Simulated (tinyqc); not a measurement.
# Silicon n-p-n transistor, Gummel numbers and transit times: effects of single changes

One-dimensional n-p-n transistor in the forward active mode at low injection. In the base p(x) = NB exp(-eta x/wb) and ni(x)^2 = ni^2 exp((g0 + g1 x/wb)/Vt); electrons leave the base at vsat; band spikes at the emitter junction and recombination inside the emitter are ignored.

Parameters, values chosen for the exercise; band and dielectric values close to those of silicon:

| symbol | value | unit | meaning |
|---|---|---|---|
| T | 350 | K | temperature |
| Eg | 1.14 | eV | band gap |
| eps_r | 11.7 |  | relative permittivity |
| Nc | 3.59e19 | cm^-3 | conduction-band density of states at T |
| Nv | 3.29e19 | cm^-3 | valence-band density of states at T |
| vsat | 1.01e7 | cm/s | saturation velocity |
| wb | 190 | nm | neutral base width |
| NB | 2e17 | cm^-3 | base doping at the emitter edge |
| eta | 0 |  | doping falls as exp(-eta x/wb) |
| g0 | 0 | eV | gap reduction at the emitter edge of the base |
| g1 | 0 | eV | further gap reduction across the base (linear) |
| Dn | 5.3 | cm^2/s | electron diffusion coefficient in the base |
| NE | 6.2e19 | cm^-3 | emitter doping |
| gE | 0.094 | eV | gap reduction in the emitter (negative: wider gap) |
| we | 210 | nm | neutral emitter width |
| Dp | 1.7 | cm^2/s | hole diffusion coefficient in the emitter |
| Se | 60000 | cm/s | recombination velocity at the emitter contact |
| tb | 3e-8 | s | electron lifetime in the base |
| NC | 2.5e16 | cm^-3 | collector doping |
| VCB | 1.6 | V | collector-base reverse bias |
| Cj | 1.7 | fF/um^2 | emitter junction capacitance |
| Rc | 52 | ohm um^2 | emitter plus collector resistance |
| mp | 160 | cm^2/(V s) | hole mobility in the base |

Constants: q = 1.602176634e-19 C, kB = 1.380649e-23 J/K, Vt = kB T/q, eps0 = 8.8541878128e-14 F/cm where lengths are in cm. Results are converted to the units shown.

Each table varies one quantity; the others keep the values above.

## Cut-off frequency against collector current

f(x) = p(x) ni^2/ni(x)^2; I(x) = integral from x to wb of f/Dn, plus f(wb)/vsat; base Gummel number GB = I(0); electron density per unit flux n/(J/q) = I/f; base transit time tauB = integral of I/f over the base. ni = sqrt(Nc Nv) exp(-Eg/(2 Vt)), Eg in volts; JC = J0 exp(VBE/Vt), J0 = q ni^2/GB; collector layer one-sided, Wc = sqrt(2 eps0 eps_r (Vbc + VCB)/(q NC)), Vbc = Vt ln(NB exp(-eta) NC/ni^2), Cjc = eps0 eps_r/Wc, tauC = Wc/(2 vsat). Delay 1/(2 pi fT) = tauE + tauB + tauC + tauR with tauE = Vt (Cj + Cjc)/JC and tauR = Rc Cjc. Charge stored in the emitter is left out. The Kirk effect, also left out, sets in near JC = q NC vsat. n(0) = (JC/q) I(0)/f(0).

The same in every row: tauB (ps) = 35.94; tauC (ps) = 1.732; tauR (ps) = 0.01540.

Results:
```
JC (mA/um^2)  VBE (V)  tauE (ps)  fT (GHz)  JC/(q NC vsat)   n(0)/NB
0.00014        0.6356      430.0    0.3403        3.461e-4  0.001610
0.0003         0.6586      200.7    0.6677        7.416e-4  0.003449
0.0006         0.6795      100.3     1.153        0.001483  0.006898
0.0025         0.7225      24.08     2.577        0.006180   0.02874
0.0051         0.7440      11.80     3.216         0.01261   0.05863
0.01           0.7643      6.020     3.642         0.02472    0.1150
0.021          0.7867      2.867     3.925         0.05191    0.2414
0.043          0.8083      1.400     4.072          0.1063    0.4944
```

Estimate the missing row, JC = 0.0012 mA/um^2.

Computed row:
```
JC (mA/um^2)  VBE (V)  tauE (ps)  fT (GHz)  JC/(q NC vsat)  n(0)/NB
0.0012         0.7004      50.17     1.812        0.002966  0.01380
```

With this row back in the table: fT rises from 0.340 to 4.07 GHz as the charging time falls as 1/JC; its limit for vanishing tauE is 4.22 GHz, of which the largest delay is tauB (95.4 %). tauE equals the other delays together at JC = 0.00160 mA/um^2. For JC = 0.021, 0.043 the electron density at the emitter edge exceeds a fifth of NB, beyond low injection.

## Effect of the base doping at the emitter edge

ni = sqrt(Nc Nv) exp(-Eg/(2 Vt)), Eg in volts; GE = NE exp(-gE/Vt)(we/Dp + 1/Se); JC = J0 exp(VBE/Vt), J0 = q ni^2/GB; gain limited by back injection GE/GB, by base recombination tb/tauB, together 1/beta = the sum of the inverses; collector layer one-sided, Wc = sqrt(2 eps0 eps_r (Vbc + VCB)/(q NC)), Vbc = Vt ln(p(wb) NC/ni^2), Cjc = eps0 eps_r/Wc; Early voltage VA = GB q p(wb)/(f(wb) Cjc [1/Dn - (eta + g1/Vt)/(wb vsat)]), f(wb) = p(wb) exp(-(g0 + g1)/Vt), p(wb) = NB exp(-eta); tauC = Wc/(2 vsat). Peak fT here means 1/(2 pi (tauB + tauC + Rc Cjc)); base sheet resistance 1/(q mp times the integral of p).

The same in every row: tb/tauB = 834.8; tauB (ps) = 35.94.

Effect of the base doping at the emitter edge:
```
NB (cm^-3)  GB (s/cm^4)  GE/GB   beta  VA (V)  tauC (ps)  peak fT (GHz)  base sheet resistance (kohm)
7.2e16         2.652e11  300.5  221.0   7.558      1.721          4.225                         28.52
1.2e17         4.421e11  180.3  148.3   12.64      1.727          4.224                         17.11
2.1e17         7.736e11  103.0  91.72   22.20      1.733          4.223                         9.777
3.5e17         1.289e12  61.83  57.56   37.11      1.738          4.223                         5.866
5.9e17         2.174e12  36.68  35.13   62.77      1.744          4.222                         3.480
1e18           3.684e12  21.64  21.09   106.7      1.750          4.221                         2.053
```

What does the table show?

As NB goes from 7.2e16 to 1e18, beta falls from 221 to 21.1, VA rises from 7.56 to 107 V, the peak fT stays near 4.22 GHz and the base sheet resistance falls from 28.5 to 2.05 kohm. The product beta VA changes by a factor of 1.35. Back injection limits the gain in every row. For NB = 7.2e16, 1.2e17, 2.1e17 the collector doping exceeds a tenth of the base doping at that edge, so the one-sided formulas are rough.

Range of the model: Heavy doping makes emitter or base degenerate; gE and g0 are to be read as apparent gap changes that include this.

tinyqc, about 0.01 s, one thread, Intel Xeon 2.30GHz (shared host): `OMP_NUM_THREADS=1 python tinyqc.py 2320131 2320132 out.jsonl`
